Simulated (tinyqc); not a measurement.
Hydrogen passivation of interface dangling bonds: competing passivation and dissociation with distributed barriers: one step, computed by the program tinyqc. Command: `OMP_NUM_THREADS=1 python tinyqc.py 3021354 3021355 out.jsonl passiv walk`. One thread of a shared host (Intel(R) Xeon(R) Processor @ 2.30GHz), about 0.02 s of CPU time with the checks.

P_b + H2 gives P_bH + H at the rate k_f [H2]; P_bH gives P_b + H at the rate k_d. All defects start unpassivated. E_f and E_d are Gaussian and independent.

Problem. Distributed barriers. [H2] = solubility factor x p; a = k_f0 [H2] exp(-E_f/(k_B T)), d = k_d0 exp(-E_d/(k_B T)). For one pair of barriers the active share is y = [d + a exp(-(a + d) t)]/(a + d). Temperatures in kelvin are T(C) + 273.15. Average y over both Gaussians with 40 x 40 Gauss-Hermite points. Active density N0 y; threshold shift if each active defect holds one charge, e N0 y t_ox/(3.9 eps_0).

Inputs (values chosen for the exercise, close to those used for P_b centres at the silicon-oxide interface):
```
quantity,value,unit
defect density N0,2.5e+12,1/cm^2
passivation prefactor k_f0,8e-07,cm^3/s
mean passivation barrier E_f,1.67,eV
spread sigma_f,0.027,eV
dissociation prefactor k_d0,5.4e+12,1/s
mean dissociation barrier E_d,2.65,eV
spread sigma_d,0.067,eV
"H2 in the oxide per atm, solubility factor",1.1e+18,1/(cm^3 atm)
hydrogen pressure p,0.05,atm
anneal temperature T,700,C
anneal time t,140,s
oxide thickness,4,nm
```

Constants: k_B = 8.617333262e-05 eV/K; e = 1.602176634e-19 C; eps_0 = 8.8541878128e-12 F/m.

Give: active share y; active density; threshold shift.

Solution.

active share y = 0.001491

active density = 3.727e+09 1/cm^2

threshold shift = 0.6917 mV
